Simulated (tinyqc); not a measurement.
Worked calculation: RKS/BP86 in the 3-21g basis, for H3-, spin multiplicity 1. The basis has no diffuse functions, so it cannot describe the extra electron: this is an exercise in the method, not the real anion. One step of it, computed by the program tinyqc.

Problem. Iteration 1: building the Kohn-Sham matrix. J_ij = sum D_kl (ij|kl); F = H + J + V_xc; E = tr D H + tr D J / 2 + E_xc + E_nn.

D at the start, order 1H 1s, 1H 2s, 2H 1s, 2H 2s, 3H 1s, 3H 2s:
```
[[0.638772, 0.846130, -0.153192, -0.688790, 0.242893, 0.078700],
 [0.846130, 1.512917, -0.688790, -1.461935, 0.078704, 0.025501],
 [-0.153192, -0.688790, 0.638772, 0.846130, 0.242893, 0.078700],
 [-0.688790, -1.461935, 0.846130, 1.512917, 0.078704, 0.025501],
 [0.242893, 0.078704, 0.242893, 0.078704, 0.242997, 0.078734],
 [0.078700, 0.025501, 0.078700, 0.025501, 0.078734, 0.025511]]
```

core Hamiltonian H = T + V (hartree), order 1H 1s, 1H 2s, 2H 1s, 2H 2s, 3H 1s, 3H 2s:
```
[[-1.335546, -1.231866, -0.694629, -0.886781, -0.695098, -0.887009],
 [-1.231866, -1.408518, -0.886781, -1.193822, -0.887065, -1.194007],
 [-0.694629, -0.886781, -1.335546, -1.231866, -0.695098, -0.887009],
 [-0.886781, -1.193822, -1.231866, -1.408518, -0.887065, -1.194007],
 [-0.695098, -0.887065, -0.695098, -0.887065, -1.335737, -1.231979],
 [-0.887009, -1.194007, -0.887009, -1.194007, -1.231979, -1.408608]]
```

Two-electron integrals (ij|kl) in chemists' order, unique and non-zero (hartree):
```
(11|11) 1.140145   (21|11) 0.611403   (21|21) 0.345152   (22|11) 0.626370
(22|21) 0.380329   (22|22) 0.482957   (31|11) 0.231751   (31|21) 0.133454
(31|22) 0.151182   (31|31) 0.071251   (32|11) 0.262543   (32|21) 0.160833
(32|22) 0.205408   (32|31) 0.092489   (32|32) 0.141014   (33|11) 0.571115
(33|21) 0.358757   (33|22) 0.478882   (33|31) 0.231751   (33|32) 0.383070
(33|33) 1.140145   (41|11) 0.383070   (41|21) 0.217348   (41|22) 0.241540
(41|31) 0.092489   (41|32) 0.114260   (41|33) 0.262543   (41|41) 0.141014
(42|11) 0.444410   (42|21) 0.272097   (42|22) 0.352871   (42|31) 0.123952
(42|32) 0.180696   (42|33) 0.444410   (42|41) 0.180696   (42|42) 0.281623
(43|11) 0.358757   (43|21) 0.223945   (43|22) 0.298997   (43|31) 0.133454
(43|32) 0.217348   (43|33) 0.611403   (43|41) 0.160833   (43|42) 0.272097
(43|43) 0.345152   (44|11) 0.478882   (44|21) 0.298997   (44|22) 0.408547
(44|31) 0.151182   (44|32) 0.241540   (44|33) 0.626370   (44|41) 0.205408
(44|42) 0.352871   (44|43) 0.380329   (44|44) 0.482957   (51|11) 0.231980
(51|21) 0.133582   (51|22) 0.151319   (51|31) 0.058873   (51|32) 0.073501
(51|33) 0.167491   (51|41) 0.088096   (51|42) 0.115473   (51|43) 0.103396
(51|44) 0.132552   (51|51) 0.071374   (52|11) 0.262676   (52|21) 0.160909
(52|22) 0.205491   (52|31) 0.073470   (52|32) 0.102946   (52|33) 0.243406
(52|41) 0.107687   (52|42) 0.163035   (52|43) 0.150791   (52|44) 0.197600
(52|51) 0.092601   (52|52) 0.141098   (53|11) 0.167491   (53|21) 0.103396
(53|22) 0.132552   (53|31) 0.058873   (53|32) 0.088096   (53|33) 0.231980
(53|41) 0.073501   (53|42) 0.115473   (53|43) 0.133582   (53|44) 0.151319
(53|51) 0.058917   (53|52) 0.088118   (53|53) 0.071374   (54|11) 0.243406
(54|21) 0.150791   (54|22) 0.197600   (54|31) 0.073470   (54|32) 0.107687
(54|33) 0.262676   (54|41) 0.102946   (54|42) 0.163035   (54|43) 0.160909
(54|44) 0.205491   (54|51) 0.088118   (54|52) 0.139014   (54|53) 0.092601
(54|54) 0.141098   (55|11) 0.571284   (55|21) 0.358850   (55|22) 0.478958
(55|31) 0.167391   (55|32) 0.243355   (55|33) 0.571284   (55|41) 0.243355
(55|42) 0.388737   (55|43) 0.358850   (55|44) 0.478958   (55|51) 0.231980
(55|52) 0.383190   (55|53) 0.231980   (55|54) 0.383190   (55|55) 1.140145
(61|11) 0.383190   (61|21) 0.217416   (61|22) 0.241613   (61|31) 0.088039
(61|32) 0.107668   (61|33) 0.243362   (61|41) 0.138974   (61|42) 0.176764
(61|43) 0.150768   (61|44) 0.197581   (61|51) 0.092601   (61|52) 0.114342
(61|53) 0.073520   (61|54) 0.107712   (61|55) 0.262676   (61|61) 0.141098
(62|11) 0.444511   (62|21) 0.272158   (62|22) 0.352945   (62|31) 0.115394
(62|32) 0.163005   (62|33) 0.388758   (62|41) 0.176750   (62|42) 0.269518
(62|43) 0.241347   (62|44) 0.324633   (62|51) 0.124081   (62|52) 0.180786
(62|53) 0.115488   (62|54) 0.176799   (62|55) 0.444511   (62|61) 0.180786
(62|62) 0.281725   (63|11) 0.243362   (63|21) 0.150768   (63|22) 0.197581
(63|31) 0.088039   (63|32) 0.138974   (63|33) 0.383190   (63|41) 0.107668
(63|42) 0.176764   (63|43) 0.217416   (63|44) 0.241613   (63|51) 0.073520
(63|52) 0.107712   (63|53) 0.092601   (63|54) 0.114342   (63|55) 0.262676
(63|61) 0.102959   (63|62) 0.163050   (63|63) 0.141098   (64|11) 0.388758
(64|21) 0.241347   (64|22) 0.324633   (64|31) 0.115394   (64|32) 0.176750
(64|33) 0.444511   (64|41) 0.163005   (64|42) 0.269518   (64|43) 0.272158
(64|44) 0.352945   (64|51) 0.115488   (64|52) 0.176799   (64|53) 0.124081
(64|54) 0.180786   (64|55) 0.444511   (64|61) 0.163050   (64|62) 0.269559
(64|63) 0.180786   (64|64) 0.281725   (65|11) 0.358850   (65|21) 0.223996
(65|22) 0.299040   (65|31) 0.103330   (65|32) 0.150758   (65|33) 0.358850
(65|41) 0.150758   (65|42) 0.241331   (65|43) 0.223996   (65|44) 0.299040
(65|51) 0.133582   (65|52) 0.217416   (65|53) 0.133582   (65|54) 0.217416
(65|55) 0.611403   (65|61) 0.160909   (65|62) 0.272158   (65|63) 0.160909
(65|64) 0.272158   (65|65) 0.345152   (66|11) 0.478958   (66|21) 0.299040
(66|22) 0.408590   (66|31) 0.132455   (66|32) 0.197551   (66|33) 0.478958
(66|41) 0.197551   (66|42) 0.324601   (66|43) 0.299040   (66|44) 0.408590
(66|51) 0.151319   (66|52) 0.241613   (66|53) 0.151319   (66|54) 0.241613
(66|55) 0.626370   (66|61) 0.205491   (66|62) 0.352945   (66|63) 0.205491
(66|64) 0.352945   (66|65) 0.380329   (66|66) 0.482957
```

nuclear repulsion = 1.74877325 hartree

V_xc (hartree), order 1H 1s, 1H 2s, 2H 1s, 2H 2s, 3H 1s, 3H 2s:
```
[[-0.663661, -0.357607, -0.158134, -0.229832, -0.161382, -0.232570],
 [-0.357607, -0.361389, -0.229832, -0.286184, -0.207235, -0.280578],
 [-0.158134, -0.229832, -0.663661, -0.357607, -0.161382, -0.232570],
 [-0.229832, -0.286184, -0.357607, -0.361389, -0.207235, -0.280578],
 [-0.161382, -0.207235, -0.161382, -0.207235, -0.553761, -0.301585],
 [-0.232570, -0.280578, -0.232570, -0.280578, -0.301585, -0.320133]]
```

E_xc = sum of w rho eps_xc = -1.67530324 hartree

Give: Coulomb J; Kohn-Sham matrix F; total energy of this density.

Solution.

Coulomb J (hartree), order 1H 1s, 1H 2s, 2H 1s, 2H 2s, 3H 1s, 3H 2s:
```
[[2.7696, 1.6315, 0.7463, 1.0760, 0.7188, 1.0702],
 [1.6315, 1.9895, 1.0760, 1.5845, 0.9898, 1.5497],
 [0.7463, 1.0760, 2.7696, 1.6315, 0.7188, 1.0702],
 [1.0760, 1.5845, 1.6315, 1.9895, 0.9898, 1.5497],
 [0.7188, 0.9898, 0.7188, 0.9898, 2.3986, 1.4580],
 [1.0702, 1.5497, 1.0702, 1.5497, 1.4580, 1.8746]]
```

Kohn-Sham matrix F (hartree), order 1H 1s, 1H 2s, 2H 1s, 2H 2s, 3H 1s, 3H 2s:
```
[[0.7704, 0.0420, -0.1065, -0.0406, -0.1377, -0.0494],
 [0.0420, 0.2196, -0.0406, 0.1045, -0.1045, 0.0751],
 [-0.1065, -0.0406, 0.7704, 0.0420, -0.1377, -0.0494],
 [-0.0406, 0.1045, 0.0420, 0.2196, -0.1045, 0.0751],
 [-0.1377, -0.1045, -0.1377, -0.1045, 0.5091, -0.0755],
 [-0.0494, 0.0751, -0.0494, 0.0751, -0.0755, 0.1458]]
```

total energy of this density = -1.017825 hartree
